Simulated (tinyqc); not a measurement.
Tight binding, honeycomb lattice, step by step. One step of it, computed by the program tinyqc.

Task: Bloch Hamiltonian at K. H_AB = -t1 (1 + exp(-i k.a1) + exp(-i k.a2)); H_AA = delta - 2 t2 sum cos(k.b + phi), H_BB = -delta - 2 t2 sum cos(k.b - phi), b = a1, a2 - a1, -a2.

Parameters chosen for this model:
```
parameter     value                        unit
t1         2.700000                 eV, nearest
t2         0.050000       eV, second neighbours
phi        1.570000  rad, phase of t2 (Haldane)
delta      2.200000          eV, +/- on A and B
```

k point K (fractions of the reciprocal vectors): 0.333333  0.666667

Give: H(k) at K.

Result:

H(k) at K (eV):
```
        A        B
A  2.4599   0.0000
B  0.0000  -2.4597
```
